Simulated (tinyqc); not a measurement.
Worked calculation: Luttinger-Kohn k.p, four valence bands. Computed by tinyqc, a small Python program that keeps every step. Settings: g1 = 11.67, g2 = 1.37, g3 = 1.82. Command: `OMP_NUM_THREADS=1 python tinyqc.py 24951 24952 out.jsonl` (the two numbers bound the seeds that draw the settings). One thread of a shared host (Intel(R) Xeon(R) Processor @ 2.60GHz), about 0.01 s of CPU time with the checks.

## Bloch Hamiltonian at k

Luttinger parameters chosen for this model; energies are counted downward from the top of the valence band:
```
parameter      value  unit
g1         11.670000
g2          1.370000
g3          1.820000
```

k point k (1/angstrom): [-0.031000, -0.047000, 0.020000]

P = c g1 k^2, Q = c g2 (kx^2 + ky^2 - 2 kz^2), R = c sqrt3 [-g2 (kx^2 - ky^2) + 2i g3 kx ky], S = 2 c sqrt3 g3 (kx - i ky) kz, c = hbar^2/2m = 3.809982 eV angstrom^2; rows [P+Q, -S, R, 0], [-S*, P-Q, 0, R], [R*, 0, P-Q, S], [0, R*, S*, P+Q]. The path ends lie at |k| = 0.03 1/angstrom.

H(k) at k (eV), order 3/2, 1/2, -1/2, -3/2:
```
[[0.171102, 0.014893-0.022579i, 0.011283+0.034998i, 0.000000],
 [0.014893+0.022579i, 0.146360, 0.000000, 0.011283+0.034998i],
 [0.011283-0.034998i, 0.000000, 0.146360, -0.014893+0.022579i],
 [0.000000, 0.011283-0.034998i, -0.014893-0.022579i, 0.171102]]
```

## Levels at k

Diagonalise the Hermitian matrix.

eigenvalues (eV): [0.111436, 0.111436, 0.206026, 0.206026]

## Bands along a path

The same steps at evenly spaced points between the labelled ones.

Bands along the path (eV):
```
k               band 1    band 2    band 3    band 4
[111]         0.027535  0.027535  0.052498  0.052498
[111]-G 0.25  0.015488  0.015488  0.029530  0.029530
[111]-G 0.50  0.006884  0.006884  0.013124  0.013124
[111]-G 0.75  0.001721  0.001721  0.003281  0.003281
G             0.000000  0.000000  0.000000  0.000000
G-[100] 0.25  0.001914  0.001914  0.003088  0.003088
G-[100] 0.50  0.007655  0.007655  0.012353  0.012353
G-[100] 0.75  0.017224  0.017224  0.027794  0.027794
[100]         0.030621  0.030621  0.049412  0.049412
```

## Hole masses

E = c [g1 k^2 -/+ 2 sqrt(g2^2 k^4 + 3 (g3^2 - g2^2)(kx^2 ky^2 + ky^2 kz^2 + kz^2 kx^2))] with c = hbar^2/2m, and m* = hbar^2 k^2 / (2 E).

Masses (electron masses):
```
direction     heavy     light
[100]      0.111982  0.069396
[110]      0.121465  0.066194
[111]      0.124533  0.065317
```
